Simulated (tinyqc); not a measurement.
# Anisotropic elasticity and sound waves of a cubic crystal, step by step

A worked calculation. Computed by tinyqc, a small Python program that keeps every step. Command: `OMP_NUM_THREADS=1 python tinyqc.py 3029322 3029323 out.jsonl cubicelastic walk`. One thread of a shared host (Intel(R) Xeon(R) Processor @ 2.30GHz), about 0.01 s of CPU time with the checks. Intermediate numbers are printed to about 6 digits and carried at full precision; extremes and crossings named in words are read from the listed rows.

Voigt order 1..6 = xx, yy, zz, yz, xz, xy, with engineering shear strains. The rotated frame has x' as named, z' along the wafer normal and y' = z' x x'.

Inputs (values chosen for the exercise, modelled on indium arsenide):
```
quantity                                value    unit
C11                                     84.75     GPa
C12                                     44.78     GPa
C44                                     39.75     GPa
density rho                             5.638  g/cm^3
expansion coefficient of the film         4.4   ppm/K
expansion coefficient of the substrate    7.5   ppm/K
cooling Delta T                           380       K
```

Frame: (110) wafer, x' along [001].

wave normal (not normalised): 4  3.5  2.2

## Compliances and anisotropy

S11 = (C11 + C12)/D, S12 = -C12/D, D = (C11 - C12)(C11 + 2 C12), S44 = 1/C44. Zener ratio A = 2 C44/(C11 - C12); S0 = S11 - S12 - S44/2; H = 2 C44 + C12 - C11.

S11 = 18.5915 1/TPa

S12 = -6.42729 1/TPa

S44 = 25.1572 1/TPa

Zener ratio A = 1.98899

S0 = 12.4401 1/TPa

H = 39.53 GPa

## Stiffness in the rotated frame

direction cosines a (rows x', y', z' in the cube axes):
```
          x         y        z
x'  0.00000   0.00000  1.00000
y'  0.70711  -0.70711  0.00000
z'  0.70711   0.70711  0.00000
```

C'_ijkl = C12 delta_ij delta_kl + C44 (delta_ik delta_jl + delta_il delta_jk) - H sum_m a_im a_jm a_km a_lm.

C' (GPa), lower triangle (symmetric):
```
        1        2        3       4       5       6
1  84.750
2  44.780  104.515
3  44.780   25.015  104.515
4   0.000    0.000    0.000  19.985
5   0.000    0.000    0.000   0.000  39.750
6   0.000    0.000    0.000   0.000   0.000  39.750
```

No normal-shear coupling appears in this frame.

## Moduli along the axes of the frame

Invert C' to S'. E along x' = 1/S'11, along y' = 1/S'22; Poisson ratios nu(x'y') = -S'12/S'11 and nu(x'z') = -S'13/S'11; in-plane shear modulus 1/S'66.

E along x' = 53.7881 GPa

E along y' = 80.8316 GPa

nu(x'y') = 0.345711

nu(x'z') = 0.345711

in-plane shear modulus = 39.75 GPa

E differs between x' and y' by -33.5 %.

## Thermal stress in a film with this orientation

On cooling, a thick substrate imposes eps_1 = eps_2 = (alpha_film - alpha_substrate) Delta T and eps_6 = 0; the free surface sets sigma_3 = sigma_4 = sigma_5 = 0, which fixes eps_3, eps_4, eps_5. Biaxial modulus M = (sigma_1 + sigma_2)/(2 eps); energy density M eps^2. Elastic response and constant coefficients are assumed.

in-plane strain = -1.178 per mille

elastic strain along the normal = 0.786667 per mille

stress along x' = -117.359 MPa

stress along y' = -156.191 MPa

biaxial modulus M = 116.108 GPa

energy density = 0.161121 MJ/m^3

The film ends in compression.

## Sound waves along the wave normal

In the cube axes, with unit normal n: G_ij = (C12 + C44) n_i n_j + (C44 - H n_i^2) delta_ij, eigenvalues rho v^2, eigenvectors u (columns, largest component positive). Group velocity V_i = [(C12 + C44)(u.n) u_i + C44 n_i - H u_i^2 n_i]/(rho v); its angle to n has cosine v/|V|.

Christoffel matrix (GPa):
```
         x        y        z
x  61.5088  35.7637  22.4800
y  35.7637  56.4091  19.6700
z  22.4800  19.6700  46.3320
```

phase velocities (m/s): 2020.90  2389.51  4397.60

polarisations:
```
        slow       fast  longitudinal
x  -0.704385  -0.251253      0.663863
y   0.704757  -0.359038      0.611890
z   0.084613   0.898868      0.429973
```

group speeds (m/s): 2112.56  2610.85  4410.04

angles between V and n (degree): 16.9391  23.7630  4.3044

Energy flows off the wave normal by up to 23.8 degrees, for the fast transverse wave.

## Polycrystal bounds against single-crystal directions

B = (C11 + 2 C12)/3; Voigt G = (C11 - C12 + 3 C44)/5; Reuss G = 5/(4 (S11 - S12) + 3 S44); Hill is their mean; E = 9BG/(3B + G), nu = (3B - 2G)/(6B + 2G). Along <hkl>, with g = 0, 1/4, 1/3: 1/E = S11 - 2 S0 g; for a film with that normal C33 = C11 + 2 H g and M = [6B - (3B - C33) - (3B - C33)^2/C33]/2.

bulk modulus B = 58.1033 GPa

Averages:
```
average  G (GPa)  E (GPa)        nu
Voigt    31.8440  80.7755  0.268299
Reuss    28.4824  73.4461  0.289323
Hill     30.1632  77.1409  0.278725
```

Directions:
```
direction  E (GPa)  biaxial modulus M (GPa)
<100>      53.7881                   82.209
<110>      80.8316                  116.108
<111>      97.1058                  124.728
```

The bounds on G differ by 12 %, while E varies by a factor 1.81 with direction; with A above 1 the stiffest axis is <111>. Under a fixed mismatch strain, grains with a <100> normal store the least energy.

Checks made by the program: E along x' against 1/E = S11 - 2 S0 (l^2 m^2 + m^2 n^2 + n^2 l^2) (relative difference below 1e-10); closed form of M against the matrix solution (relative difference below 1e-10).
